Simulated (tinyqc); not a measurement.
What moves lifetime and leakage: Shockley-Read-Hall recombination through one deep level.

One level at Et with degeneracy 1: tn = 1/(sn vth Nt), tp = 1/(sp_ vth Nt), n1 = Nc exp((Et - Eg)/kT), p1 = Nv exp(-Et/kT), ni^2 = n1 p1. Equilibrium n0 = Nm, p0 = ni^2/Nm; n = n0 + dn, p = p0 + dn. U = (n p - ni^2)/(tp (n + n1) + tn (p + p1)), lifetime dn/U; emission rates en = sn vth n1, ep = sp_ vth p1.

Constants: kB = 8.617333262e-05 eV/K.

Values chosen for the exercise (gap and densities of states near those of Si at this temperature; the results hold for these values, not for the real material):
```
symbol  value     unit    meaning
Eg      1.097     eV      gap
Nc      4.19e+19  1/cm^3  conduction-band density of states
Nv      1.8e+19   1/cm^3  valence-band density of states
T       400       K
Et      0.542     eV      recombination level above Ev
Nt      4.5e+14   1/cm^3  defects
sn      5.7e-15   cm^2    electron capture cross-section
sp_     2e-15     cm^2    hole capture cross-section
vth     17000000  cm/s    thermal velocity, both carriers
Nm      4.5e+15   1/cm^3  equilibrium electrons for the lifetime steps
dn      1.1e+16   1/cm^3  excess pairs
```

G = Nt en ep/(en + ep).

Results for these values:
```
case  lifetime (microsecond)  G (1/(cm^3 s))
base                 0.08166        3.35e+19
```

What happens to each result for sp_ = 4e-15 cm^2, all else kept?

Answer: lifetime falls from 0.08166 to 0.04897; G rises from 3.35e+19 to 5.67e+19.

The same for each parameter in turn:
```
case                  lifetime (microsecond)  G (1/(cm^3 s))
base                                 0.08166        3.35e+19
Et = 0.582 eV                        0.08169        1.25e+19
sn = 1.14e-14 cm^2                   0.07352        3.68e+19
sp_ = 4e-15 cm^2                     0.04897        5.67e+19
Nt = 2.25e+14 1/cm^3                  0.1633        1.67e+19
Nm = 1.35e+16 1/cm^3                 0.07567        3.35e+19
dn = 3.3e+16 1/cm^3                  0.08555        3.35e+19
```

Program tinyqc; command `OMP_NUM_THREADS=1 python tinyqc.py 1652111 1652112 out.jsonl`; about 0.01 s on one thread of a shared Intel(R) Xeon(R) Processor @ 2.30GHz.
